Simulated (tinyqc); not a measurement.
Worked calculation: solubility, supersaturation, precipitation and gettering of an impurity in a silicon-like host. Computed by tinyqc, a small Python program that keeps every step. Command: `OMP_NUM_THREADS=1 python tinyqc.py 3025195 3025196 out.jsonl ripen walk`. One thread of a shared host (Intel(R) Xeon(R) Processor @ 2.30GHz), about 0.01 s of CPU time with the checks. Intermediate numbers are printed to about 7 digits and carried at full precision; extremes and crossings named in words are read from the listed rows.

The wafer was saturated at T1 and is then held at T.

Inputs (values chosen for the exercise, for a model impurity):
```
quantity,value,unit
site density N0,5e+22,1/cm^3
enthalpy of solution H,1.81,eV
entropy of solution S,2.3,k_B
diffusion prefactor D0,0.00022,cm^2/s
migration energy Q,1.26,eV
temperature of saturation T1,1450,K
anneal temperature T,988,K
sink density n,1.6e+11,1/cm^3
initial sink radius r0,2.1,nm
impurity density in the precipitate C_p,4.2e+22,1/cm^3
interface energy gamma,0.37,J/m^2
anneal time t,3600,s
wafer thickness w,625,micrometre
segregation energy E_g,0.6,eV
segregation prefactor k_0,0.1,-
getter layer thickness t_g,2.4,micrometre
```

Gettering: segregation gettering in a layer.

Constants: k_B = 8.617333262e-05 eV/K; k_B = 1.380649e-23 J/K.

## Solubility, diffusivity, supersaturation

C_eq(T) = N0 exp(S/k_B - H/(k_B T)); D(T) = D0 exp(-Q/(k_B T)); C0 = C_eq(T1). Supersaturation s = C0/C_eq(T); critical radius r* = 2 gamma/(C_p k_B T ln s); barrier W* = (4 pi/3) gamma r*^2. Strain energy is left out.

C0 = 2.551607e+17 1/cm^3

C_eq(T) = 2.917798e+14 1/cm^3

D(T) = 8.225744e-11 cm^2/s

supersaturation s = 874.4975

critical radius r* = 0.1906863 nm

W*/(k_B T) = 4.131322

Sinks of radius r0 are above r* and grow. The barrier is low enough for new nuclei to form. Caution: the barrier to homogeneous nucleation is below 35 k_B T for these inputs, so new precipitates would form and outnumber the fixed sinks assumed here. Caution: a critical radius of atomic size is outside the capillary model.

## Ham's law for sinks of fixed radius

tau0 = 1/(4 pi n r0 D); C_fixed(t) = C_eq + (C0 - C_eq) exp(-t/tau0). If all excess precipitates, the final radius is r_f = [r0^3 + 3 (C0 - C_eq)/(4 pi n C_p)]^(1/3), with tau_f = 1/(4 pi n r_f D).

tau0 = 28792.25 s

C_fixed(t) = 2.252053e+17 1/cm^3

final radius r_f = 20.84976 nm

tau_f = 2899.973 s

The sinks grow 9.9 times, so the fixed radius underrates the later rate.

## Growing precipitates

Growing sinks: with y = r/r_f and y0 = r0/r_f, dy/dt = (1 - y^3)/(3 tau_f y), which integrates to t/tau_f = F(y) - F(y0), F(y) = (1/2) ln[(1 + y + y^2)/(1 - y)^2] - sqrt(3) arctan[(2y + 1)/sqrt(3)]; the share of the excess left is (1 - y^3)/(1 - y0^3), and C(t) = C_eq + (C0 - C_eq) x share.

radius at t = 16.66757 nm

share of the excess left = 0.4896264

C(t) with growing sinks = 1.250824e+17 1/cm^3

51.0 % of the excess has precipitated.

## Segregation into a layer on one face

k = k_0 exp(E_g/(k_B T)); in equilibrium the bulk keeps C/C0 = 1/(1 + k t_g/w). For a strong sink on one face the slowest diffusion mode has tau_w = 4 w^2/(pi^2 D), and C/C0 is estimated as c_eq + (1 - c_eq)(8/pi^2) sum over odd m up to 99 of exp(-m^2 t/tau_w)/m^2. Precipitation is left out here.

segregation coefficient k = 114.9725

equilibrium C/C0 = 0.6937245

tau_w = 1.924620e+07 s

mean C/C0 at t = 0.9969595

Diffusion and capacity both matter. Caution: for so short a time the series is cut off too early to be exact.

## The best anneal temperature for the time t

C_eq(T) = N0 exp(S/k_B - H/(k_B T)); D(T) = D0 exp(-Q/(k_B T)); C0 = C_eq(T1). r_f = [r0^3 + 3 (C0 - C_eq)/(4 pi n C_p)]^(1/3), tau_f = 1/(4 pi n r_f D).

Dissolved share after t:
```
T (K),C_eq/C0,tau_f (s),C(t)/C0
652,1.996357e-08,5.948804e+06,0.9999385
754,1.559165e-06,2.863464e+05,0.9985020
870,6.397020e-05,2.157642e+04,0.9597486
986,1.095251e-03,2.988298e+03,0.5046740
1102,1.031235e-02,6.292741e+02,0.0170049
1218,6.334435e-02,1.811373e+02,0.0633444
1320,2.401201e-01,7.680391e+01,0.2401201
1392,5.468568e-01,5.143505e+01,0.5468568
```

The lowest dissolved share among these rows is 0.017 at 1102 K. Above it solubility sets the floor; below it diffusion is too slow for this time. Solubility falls with H = 1.81 eV and diffusion with Q = 1.26 eV.

Checks made by the program: radius against numerical integration (relative difference 2e-10).
